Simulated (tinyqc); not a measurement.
Occupation against the Fermi level: defect-molecule model of a vacancy with Jahn-Teller distortion.

Four dangling hybrids a, b, c, d point into the vacancy: H_ii = E0, and -gm between any two. A tetragonal distortion Q pairs a with b and c with d: those two couplings become -gm - I Q and the other four -gm + I Q/2, at an elastic cost k Q^2/2. The a1 level holds two electrons; charge states 2+, + and 0 put n = 0, 1, 2 more into the lowest level of t2 origin. Energy from the 2+ state at Q = 0, with the Fermi level mu counted from Ev: W_n(Q) = n (et - 2 I Q) + k Q^2/2 + Uc n (n - 1)/2 - n mu. et = E0 + gm is the undistorted t2 level.

Constants: kB = 8.617333262e-05 eV/K.

Inputs chosen for the exercise (of the size used for the vacancy in silicon; shifted at random, so the results belong to these values and not to a real crystal):
- E0 = 0.02 eV (level of a dangling hybrid, from Ev)
- gm = 0.29 eV (coupling between two dangling hybrids)
- I = 1.12 eV/angstrom (Jahn-Teller coupling)
- k = 12.7 eV/angstrom^2 (force constant of the mode)
- Uc = 0.33 eV (repulsion of two electrons in one orbital)
- T = 300 K (temperature)
- mu1 = -0.04 eV (first Fermi level)

Weights g_n exp(-W_n/kT) with W_n = n et - n^2 E_JT + Uc n (n - 1)/2 - n mu, E_JT = 2 I^2/k, degeneracies 1, 6 (spin and three axes) and 3; mu = mu1 + 0.03 j eV.

Shares:
```
mu (eV)      2+       +       0  mean charge
-0.04    0.9835  0.0162  0.0003       1.9832
-0.01    0.9475  0.0498  0.0027       1.9447
0.02     0.8354  0.1402  0.0243       1.8111
0.05     0.5458  0.2924  0.1618       1.3839
0.08     0.1745  0.2984  0.5271       0.6474
0.11     0.0269  0.1466  0.8265       0.2003
0.14     0.0030  0.0525  0.9445       0.0585
0.17     0.0003  0.0171  0.9826       0.0177
0.20     0.0000  0.0054  0.9945       0.0055
```

What can be read from this table?

U_eff = Uc - 2 E_JT = -0.065 eV and kT = 25.9 meV. The + state reaches at most 29.8 % on these rows, at mu = 0.08 eV. The mean charge goes from 1.98 to 0.01. Rows with mu < 0 lie in the valence band and are formal.

(tinyqc, `OMP_NUM_THREADS=1 python tinyqc.py 1451712 1451713 out.jsonl`, Intel(R) Xeon(R) Processor @ 2.30GHz, 1 thread, shared host, about 0.01 s.)
